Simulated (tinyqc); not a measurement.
Worked calculation: UKS/BLYP in the sto-6g basis, for BeH, spin multiplicity 2. One step of it, computed by the program tinyqc.

Problem. Iteration 1: diagonalisation and new density. Diagonalise F' = X^T F X, C = X C', fill 3 alpha and 2 beta electrons from the bottom; D(s) = C_occ C_occ^T. Each column has its largest component positive (the first on a tie).

F(alpha) (hartree), lower triangle:
```
,1Be 1s,1Be 2s,1Be 2px,1Be 2py,1Be 2pz,2H 1s
1Be 1s,-6.317620
1Be 2s,-1.442244,-0.824971
1Be 2px,0.000000,0.000000,-0.397847
1Be 2py,0.000000,0.000000,0.009744,-0.373130
1Be 2pz,-0.026888,-0.102490,0.000000,0.000000,-0.380148
2H 1s,-0.380919,-0.362458,0.000000,0.000000,-0.277402,-0.192426
```

F(beta) (hartree), lower triangle:
```
,1Be 1s,1Be 2s,1Be 2px,1Be 2py,1Be 2pz,2H 1s
1Be 1s,-6.428699
1Be 2s,-1.452334,-0.792341
1Be 2px,0.000000,0.000000,-0.323969
1Be 2py,0.000000,0.000000,-0.014406,-0.358868
1Be 2pz,-0.024403,-0.099919,0.000000,0.000000,-0.370157
2H 1s,-0.383767,-0.357339,0.000000,0.000000,-0.277191,-0.194019
```

X, lower triangle:
```
,1Be 1s,1Be 2s,1Be 2px,1Be 2py,1Be 2pz,2H 1s
1Be 1s,1.026459
1Be 2s,-0.141802,1.144736
1Be 2px,0.000000,0.000000,1.000000
1Be 2py,0.000000,0.000000,0.000000,1.000000
1Be 2pz,-0.010122,0.135209,0.000000,0.000000,1.153409
2H 1s,0.019049,-0.330007,0.000000,0.000000,-0.375618,1.269094
```

Give: F' = X^T F X; orbital energies; coefficients C; F' = X^T F X; orbital energies; coefficients C; D(alpha) after iteration 1; D(beta) after iteration 1.

Solution.

F' = X^T F X (alpha) (hartree), lower triangle:
```
,1,2,3,4,5,6
1,-6.266
2,-0.566,-0.536
3,0.000,0.000,-0.398
4,0.000,0.000,0.010,-0.373
5,-0.010,-0.038,0.000,0.000,-0.302
6,-0.095,-0.200,0.000,0.000,-0.215,0.087
```

orbital energies (alpha) (hartree): MO1 -6.323, MO2 -0.580, MO3 -0.401, MO4 -0.370, MO5 -0.334, MO6 0.221

coefficients C (alpha):
```
,MO1,MO2,MO3,MO4,MO5,MO6
1Be 1s,1.008,-0.208,0.000,0.000,0.107,0.060
1Be 2s,-0.035,0.905,0.000,0.000,-0.518,-0.608
1Be 2px,0.000,0.000,0.945,0.328,0.000,0.000
1Be 2py,0.000,0.000,-0.328,0.945,0.000,0.000
1Be 2pz,0.000,0.432,0.000,0.000,0.831,-0.782
2H 1s,0.008,0.038,0.000,0.000,0.111,1.359
```

F' = X^T F X (beta) (hartree), lower triangle:
```
,1,2,3,4,5,6
1,-6.379
2,-0.565,-0.495
3,0.000,0.000,-0.324
4,0.000,0.000,-0.014,-0.359
5,-0.007,-0.031,0.000,0.000,-0.288
6,-0.097,-0.205,0.000,0.000,-0.219,0.086
```

orbital energies (beta) (hartree): MO1 -6.435, MO2 -0.551, MO3 -0.364, MO4 -0.320, MO5 -0.319, MO6 0.230

coefficients C (beta):
```
,MO1,MO2,MO3,MO4,MO5,MO6
1Be 1s,1.008,-0.200,0.000,0.115,0.000,0.064
1Be 2s,-0.038,0.868,0.000,-0.556,0.000,-0.627
1Be 2px,0.000,0.000,0.338,0.000,0.941,0.000
1Be 2py,0.000,0.000,0.941,0.000,-0.338,0.000
1Be 2pz,-0.001,0.450,0.000,0.812,0.000,-0.792
2H 1s,0.009,0.072,0.000,0.109,0.000,1.358
```

D(alpha) after iteration 1, lower triangle:
```
,1Be 1s,1Be 2s,1Be 2px,1Be 2py,1Be 2pz,2H 1s
1Be 1s,1.059
1Be 2s,-0.223,0.819
1Be 2px,0.000,0.000,0.893
1Be 2py,0.000,0.000,-0.310,0.107
1Be 2pz,-0.090,0.391,0.000,0.000,0.186
2H 1s,0.000,0.034,0.000,0.000,0.016,0.002
```

D(beta) after iteration 1, lower triangle:
```
,1Be 1s,1Be 2s,1Be 2px,1Be 2py,1Be 2pz,2H 1s
1Be 1s,1.057
1Be 2s,-0.212,0.756
1Be 2px,0.000,0.000,0.000
1Be 2py,0.000,0.000,0.000,0.000
1Be 2pz,-0.091,0.391,0.000,0.000,0.202
2H 1s,-0.005,0.062,0.000,0.000,0.032,0.005
```
